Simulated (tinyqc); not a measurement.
Two coupled magnetic layers: synthetic antiferromagnet, spin flop, exchange bias and magnetoresistance: one step, computed by the program tinyqc. Command: `OMP_NUM_THREADS=1 python tinyqc.py 3008405 3008406 out.jsonl saf walk`. One thread of a shared host (Intel(R) Xeon(R) Processor @ 2.30GHz), about 0.2 s of CPU time with the checks.

Moments lie in the plane at the angles p1, p2 from the field. Energy per area: E = J1 cos(p1 - p2) + J2 cos^2(p1 - p2) - B M_s (t1 cos p1 + t2 cos p2) + K (t1 cos^2 p1 + t2 cos^2 p2).

Question. Saturation field. The parallel state is stable while the Hessian at p1 = p2 = 0 is positive: with c = J1 + 2 J2 and u = B M_s - 2K, (u t1 - c)(u t2 - c) > c^2, so B_sat M_s = c (1/t1 + 1/t2) + 2K. B_K = 2K/M_s.

Inputs (values chosen for the exercise, for a model stack):
```
quantity                         value    unit
saturation magnetisation M_s       956    kA/m
thickness t1                       4.9      nm
thickness t2                       4.9      nm
antiferromagnetic coupling J1    0.094  mJ/m^2
biquadratic coupling J2              0  mJ/m^2
in-plane anisotropy K             0.55  kJ/m^3
field over the saturation field   0.28       -
```

Field direction: along the hard axis.

Give: exchange field c (1/t1 + 1/t2)/M_s; B_K; saturation field B_sat; applied field B.

Answer.

exchange field c (1/t1 + 1/t2)/M_s = 40.13 mT

B_K = 1.151 mT

saturation field B_sat = 41.28 mT

applied field B = 11.56 mT
